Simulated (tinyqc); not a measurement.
Surface segregation during layer-by-layer epitaxy: two-layer exchange kinetics and the shape of quantum wells and delta layers: one step, computed by the program tinyqc. Command: `OMP_NUM_THREADS=1 python tinyqc.py 3016761 3016762 out.jsonl mbeseg walk`. One thread of a shared host (Intel(R) Xeon(R) Processor @ 2.30GHz), about 0.01 s of CPU time with the checks.

Atoms A and B exchange only between the growing layer and the one below it. B is supplied for N layers, then pure A follows.

Task: Exchange rates. p1 = nu exp(-E1/(k_B T)) (B up, A down), p2 = nu exp(-(E1 + E_s)/(k_B T)) (B down); time per layer tau = 1/G; K = p1/p2. Temperatures in kelvin are T(C) + 273.15. Dilute equilibrium share passed up per layer R_eq = K/(1 + K).

Inputs (values chosen for the exercise, close to those used for antimony in silicon): barrier E1 for B to move up = 1.84 eV; segregation energy E_s = 0.59 eV; attempt frequency nu = 10 THz; growth rate G = 1.3 layers/s; temperature T = 330 C.

Constants: k_B = 8.617333262e-05 eV/K.

Give: p1; p2; p1 tau; K; R_eq.

Result:

p1 = 0.004221 1/s

p2 = 4.960e-08 1/s

p1 tau = 0.003247

K = 85094

R_eq = 1.0000

Exchange is slow against growth: segregation is kinetically frozen.
